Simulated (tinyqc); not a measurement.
Gate sweep: ballistic transport through the one-dimensional subbands of a rectangular nanowire or nanosheet channel. Computed by tinyqc, a small Python program. Command: `OMP_NUM_THREADS=1 python tinyqc.py 3015406 3015407 out.jsonl wire walk`. One thread of a shared host (Intel(R) Xeon(R) Processor @ 2.30GHz), about 0.02 s of CPU time with the checks.

Hard walls, parabolic subbands, transport along x. Energies are counted from the bulk conduction band edge at the top of the barrier, which the gate pulls down by U; the source Fermi level lies at the bulk edge when U = 0.

Inputs (values chosen for the exercise, modelled on silicon):

| quantity | value | unit |
|---|---|---|
| light mass m_t | 0.19 | m_0 |
| heavy mass m_l | 0.928 | m_0 |
| height a | 2.5 | nm |
| width b | 4.4 | nm |
| equivalent oxide thickness t | 2.4 | nm |
| drain voltage V_D | 0.01 | V |
| temperature T | 77 | K |

Valleys: silicon [100] wire.

Constants: hbar^2/(2 m_0) = 3.80998212 eV angstrom^2; k_B = 8.617333262e-05 eV/K; m_0 = 9.1093837015e-31 kg; k_B = 1.380649e-23 J/K; hbar = 1.054571817e-34 J s; eps_0 = 8.8541878128e-12 F/m; e = 1.602176634e-19 C; h = 6.62607015e-34 J s.

Method:
- E_pq = (hbar^2 pi^2/2)(p^2/(m_y b^2) + q^2/(m_z a^2)); valley pairs: (m_x, m_y, m_z) = (m_t, m_t, m_l), (m_t, m_l, m_t), (m_l, m_t, m_t), each with degeneracy g = 2; the 10 lowest subbands are kept.
- F_j(eta) = (1/Gamma(j + 1)) int_0^infinity x^j/(1 + exp(x - eta)) dx, F_0 = ln(1 + exp(eta)). Integrals over x = E/(k_B T) use 160 Gauss-Legendre points in u = sqrt(x) from 0 to sqrt(max(eta, 0) + 32).
- With degeneracy g = 2, eta_i = (U - E_i)/(k_B T) and u = e V_D/(k_B T): line density n = sum_i g sqrt(2 m_x k_B T/pi)/(2 hbar) [F_-1/2(eta_i) + F_-1/2(eta_i - u)]; gate: e n = C_ox (V_G - U/e), C_ox = 3.9 eps_0 2 (a + b)/t (flat-plate estimate); I = (2 e k_B T/h) sum_i g [F_0(eta_i) - F_0(eta_i - u)].
- Open modes are sum_i g/(1 + exp(-eta_i)). The last column is e dn/dV_G over C_ox, taken up to the next row.

Subbands:

| valley axis | p | q | E (meV) | m_x (m_0) |
|---|---|---|---|---|
| z | 1 | 1 | 167.059 | 0.190 |
| y | 1 | 1 | 337.587 | 0.190 |
| z | 1 | 2 | 361.558 | 0.190 |
| y | 2 | 1 | 400.377 | 0.190 |
| x | 1 | 1 | 418.884 | 0.928 |
| z | 2 | 1 | 473.739 | 0.190 |
| y | 3 | 1 | 505.027 | 0.190 |
| y | 4 | 1 | 651.537 | 0.190 |
| z | 2 | 2 | 668.237 | 0.190 |
| z | 1 | 3 | 685.722 | 0.190 |

Against the gate voltage:

| V_G (V) | U (meV) | n (1/nm) | I (microampere) | open modes | C_g/C_ox |
|---|---|---|---|---|---|
| -0.130 | -130.00 | 4.5202e-21 | 2.8859e-20 | 7.2111e-20 | 8.3951e-14 |
| -0.033 | -33.00 | 1.0092e-14 | 6.4432e-14 | 1.6100e-13 | 4.8504e-06 |
| 0.087 | 87.00 | 7.2132e-07 | 4.6053e-06 | 1.1507e-05 | 4.1128e-01 |
| 0.220 | 165.30 | 6.7789e-02 | 4.2400e-01 | 8.6818e-01 | 8.9216e-01 |
| 0.320 | 176.08 | 1.7835e-01 | 9.9344e-01 | 1.5915e+00 | 9.1184e-01 |
| 0.450 | 187.55 | 3.2526e-01 | 1.4030e+00 | 1.9127e+00 | 8.9448e-01 |
| 0.590 | 202.32 | 4.8045e-01 | 1.5321e+00 | 1.9902e+00 | 8.5670e-01 |
| 0.750 | 225.25 | 6.5032e-01 | 1.5491e+00 | 1.9997e+00 | 8.1751e-01 |
| 0.920 | 256.27 | 8.2255e-01 | 1.5496e+00 | 2.0000e+00 | 7.8287e-01 |
| 1.100 | 295.35 | 9.9719e-01 | 1.5510e+00 | 2.0035e+00 | - |

Between the first two rows the current rises one decade per 15 mV, against the limit ln(10) k_B T/e = 15 mV. Above threshold C_g/C_ox lies between 0.78 and 0.91: the quantum capacitance in series costs little, since heavy or many subbands hold the charge.

Extremes, crossings and ranges named in words are read from the listed rows.
